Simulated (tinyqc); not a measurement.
Hole subbands of a hard-walled well, four-band Luttinger model, step by step. Values are carried at full precision from step to step, so a last printed digit may differ when a step is redone from the rounded ones.

Constants: hbar^2/2m0 = 3.80998211 eV angstrom^2.

Parameters, chosen for this exercise (near those of AlAs; shifted at random, so the results belong to these values and not to a real crystal): g1 = 3.73 (Luttinger gamma1); g2 = 0.83 (gamma2); L = 95 angstrom (well width along [001]); Zs = 0 eV (shear strain energy); g3 = 1.43 (gamma3); k = 0.0179 1/angstrom (wave vector in the plane); N = 3 (sines for each component); kmax = 0.079 1/angstrom (end of the path).

## Levels at k = 0

R and S vanish: HHn = c (g1 - 2 g2)(n pi/L)^2 - Zs and LHn = c (g1 + 2 g2)(n pi/L)^2 + Zs, c = hbar^2/2m0, hole energies counted downwards. Sort HH1 to HH4 and LH1, LH2.

Levels:
```
subband  E (eV)
HH1      0.0086
LH1      0.0225
HH2      0.0345
HH3      0.0776
LH2      0.0898
HH4      0.1380
```

The top subband is HH1, 13.8 meV from LH1.

## The matrix at one k

Hole energies are counted downwards from the unstrained band edge, c = hbar^2/2m0. After the usual block transformation one block is H = [[P + Q - Zs, R - i S], [R + i S, P - Q + Zs]] in (heavy, light), with P +/- Q = c [(g1 +/- g2) k^2 + (g1 -/+ 2 g2) kz^2], R = sqrt(3) c gR k^2, S = 2 sqrt(3) c g3 k kz, kz = -i d/dz; axial approximation gR = (g2 + g3)/2. Zs = b (e_par - e_perp) is the shear part of the strain (the hydrostatic part shifts all levels alike and is left out). Basis sqrt(2/L) sin(n pi z/L), n = 1 to N, for each component: kz^2 gives (n pi/L)^2 and the heavy-light block is R delta_nm - 2 sqrt(3) c g3 k D_nm with D_nm = 4 n m/(L (n^2 - m^2)) for n + m odd, 0 otherwise. The other block has the same levels. The split-off band is left out.

Fill in the 2N x 2N matrix, in meV.

H(k) (meV), rows h1, h2, h3, l1, l2, l3 and columns alike:
```
[[14.19, 0, 0, 2.39, 9.48, 0],
 [0, 40.07, 0, -9.48, 2.39, 17.07],
 [0, 0, 83.19, 0, -17.07, 2.39],
 [2.39, -9.48, 0, 26.00, 0, 0],
 [9.48, 2.39, -17.07, 0, 93.37, 0],
 [0, 17.07, 2.39, 0, 0, 205.66]]
```

## Levels and mixing

Diagonalise; give the four lowest hole energies and the weight of the heavy component (the first half of the basis) in each.

levels (meV): [12.50, 21.31, 43.41, 71.03]

heavy weight: [0.938, 0.275, 0.759, 0.669]

The most mixed of the four is number 4, with 67 % heavy character. Against 60 sines these levels lie 0.0, 0.1, 0.3 and 1.6 meV too high: the small basis lacks the higher sines, which carry the upper levels.

## Dispersion in the plane

N = 20, nine points from 0 to kmax.

Hole energies (meV):
```
k (1/angstrom)     E1     E2     E3      E4  heavy weight of 1  heavy weight of 2
0.0000           8.62  22.46  34.50   77.62              1.000              0.000
0.0099           9.92  21.59  37.55   73.61              0.992              0.124
0.0198          13.10  21.40  44.71   68.69              0.906              0.320
0.0296          15.89  24.95  54.27   66.25              0.646              0.617
0.0395          18.18  31.24  65.85   67.10              0.504              0.729
0.0494          21.41  37.26  70.91   79.74              0.453              0.692
0.0592          26.03  42.31  75.83   95.86              0.428              0.624
0.0691          32.09  47.25  80.50  111.71              0.413              0.570
0.0790          39.59  52.90  85.00  123.82              0.401              0.532
```

At small k the hole energy falls in subbands 2 and 4: an electron-like mass, caused by repulsion from a deeper subband. E2 - E1 is smallest, 8.3 meV, at k = 0.0198 of the points listed. The top subband goes from 1.00 to 0.40 in heavy weight.

## Mass of HH1 in the plane

Second order in k: 1/m = g1 + g2 - sum_n 12 c g3^2 D_1n^2/(LHn - HH1) over even n up to 60, with D_1n = 4n/(L (n^2 - 1)) in size, LHn - HH1 = c [(g1 + 2 g2) n^2 - (g1 - 2 g2)](pi/L)^2 + 2 Zs, c = hbar^2/2m0.

LHn - HH1 for n = 2, 4, 6 (meV): [81.2, 350.7, 799.9]
terms for n = 2, 4, 6: [0.9072, 0.0336, 0.0061]
sum of all terms = 0.9504
mass without mixing, 1/(g1 + g2) = 0.2193 m0
1/m with mixing = 3.6096 1/m0

Mixing with the light holes takes m from 0.219 to 0.277 m0.

## Checks

- 1/m of HH1 from the full matrix (N = 60) at small k against second order: both 3.610.
- The 2 x 2 block with gR = g2 (k along [100]) for a plane wave (k, 0, pi/L) against the bulk heavy-hole formula, eV: both 0.00734.
- Lowest level at the given k on a real-space grid of 240 points against 60 sines, eV: both 0.0125.

Run: tinyqc, `OMP_NUM_THREADS=1 python tinyqc.py 1280972 1280973 out.jsonl`; Intel(R) Xeon(R) Processor @ 2.30GHz, one thread, shared host; about 0.08 s of CPU time with all checks.
